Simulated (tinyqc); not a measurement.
Where the concentration falls to given levels: concentration-dependent dopant diffusion with charged defects and the built-in field. Computed by tinyqc, a small Python program. Command: `OMP_NUM_THREADS=1 python tinyqc.py 3005926 3005927 out.jsonl extrinsic walk`. One thread of a shared host (Intel(R) Xeon(R) Processor @ 2.30GHz), about 0.06 s of CPU time with the checks.

A constant source C_s feeds a half space. The dopant moves through neutral point defects and through charged ones, whose number grows with the majority carrier density n.

Inputs (values chosen for the exercise, modelled on phosphorus in silicon):
```
quantity                        value    unit
neutral prefactor D0x            3.72  cm^2/s
neutral activation energy E0     3.66      eV
singly charged prefactor D01     4.41  cm^2/s
activation energy E1             4.01      eV
doubly charged prefactor D02     41.3  cm^2/s
activation energy E2             4.36      eV
surface concentration C_s     1.8e+20  1/cm^3
temperature T                    1125       C
time t                            320       s
```

Field enhancement: on.

Constants: k_B = 8.617333262e-05 eV/K.

Method:
- n_i = 3.87e16 T^1.5 exp(-7014/T) per cm^3 (T in kelvin, an empirical form); each D = prefactor x exp(-E/(k_B T)); the intrinsic diffusivity D_i is their sum.
- Temperatures in kelvin are T(C) + 273.15.
- n = C/2 + sqrt(C^2/4 + n_i^2); D(C) = h [Dx + D1 (n/n_i) + D2 (n/n_i)^2], h = 1 + C/sqrt(C^2 + 4 n_i^2).
- With y = x/sqrt(D_s t), u = C/C_s and q = -(D/D_s) du/dy: du/dy = -q D_s/D, dq/dy = -(y/2) q D_s/D, u(0) = 1. The surface flux q(0) is shot so that u tends to 0 (LSODA, an adaptive multistep solver, relative tolerance 1e-10). Dose Q = 2 q(0) C_s sqrt(D_s t).
- For comparison, erfc profiles with a constant D: x = 2 sqrt(D t) erfc^-1(C/C_s), with D = D_i and D = D_s.

partial diffusivities (cm^2/s): Dx 2.38610e-13, D1 1.54872e-14, D2 7.94096e-15

n_i = 1.34075e+19 1/cm^3

surface diffusivity D_s = 3.76891e-12 cm^2/s

intrinsic diffusivity D_i = 2.62039e-13 cm^2/s

Depth (nm):
```
C/C_s       D/D_s    full  erfc with D_i  erfc with D_s
8.00e-01  0.70413  144.27          32.81          124.4
5.00e-01  0.37327  300.24          87.35          331.3
2.00e-01  0.17097  423.62         165.96          629.4
1.00e-01  0.12214  471.94         213.01          807.8
3.00e-02  0.08558  526.42         281.03         1065.8
1.00e-02  0.07481  562.95         333.57         1265.1
1.00e-03  0.07005  626.94         426.13         1616.1
1.00e-04  0.06958  683.95         503.83         1910.8
```

What does the comparison show, and why?

The depth between C/C_s = 0.1 and 1e-4 spans 212 nm in the full profile, against 291 nm for D_i and 1100 nm for D_s; the ratio of the depths at 1e-4 and at 0.5 is 2.28, against 5.77 for any erfc. The profile is box-like: fast diffusion in the heavily doped part feeds a front that moves slowly where D drops to D_i. Caution: at such a C_s dopants can cluster or exceed their solubility, which the model leaves out.
